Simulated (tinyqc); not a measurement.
Double-gate transistor below threshold, two-dimensional Poisson equation on a small mesh: one step of the calculation.

Half of a symmetric double-gate structure: row 0 is the mid-plane of the body, where the normal field vanishes. Mobile charge is neglected (subthreshold), the body is fully depleted, and potentials are counted from the intrinsic level; rows run upward to the gate, columns from source to drain.

Question. Coefficients of the five-point equations. Mesh: rows i = 0..2 in the semiconductor (step hs = tb/2, row 2 on the interface), then 1 step(s) ho = tox/1 up to the gate row 3; columns j = 0..5 (step hy = L/5). Box integration, divided by eps0: up_i = eps hy/h of the interval above row i, dn_i = that of the interval below (0 for row 0), lat_i = (sum of eps h/2 over the intervals above and below)/hy, s_i = -q Na w_i hy/eps0 with w_i the semiconductor height of the box (hs/2 for row 0 and the interface row, hs between, 0 in the insulator). Each free node obeys (up + dn + 2 lat) psi = up psi(above) + dn psi(below) + lat [psi(left) + psi(right)] + s.

Values chosen for this exercise; semiconductor permittivity close to that of gallium nitride: relative permittivity of the semiconductor eps_r = 9.48; relative permittivity of the insulator eox = 25; half the body thickness tb = 5 nm; insulator thickness tox = 7.2 nm; channel length L = 40 nm; acceptor density of the depleted body Na = 5.2e17 cm^-3.

Constants: q = 1.602176634e-19 C, eps0 = 8.8541878128e-14 F/cm where lengths are in cm. Results are converted to the units shown.

Wanted: up; dn; lat; s.

Answer.

```
row	up	dn	lat	s (V)
0	30.336	0	1.4812	-0.094095
1	30.336	30.336	2.9625	-0.18819
2	27.778	30.336	12.731	-0.094095
```

tinyqc, about 0.1 s, one thread, Intel Xeon 2.30GHz (shared host): `OMP_NUM_THREADS=1 python tinyqc.py 2480147 2480148 out.jsonl`
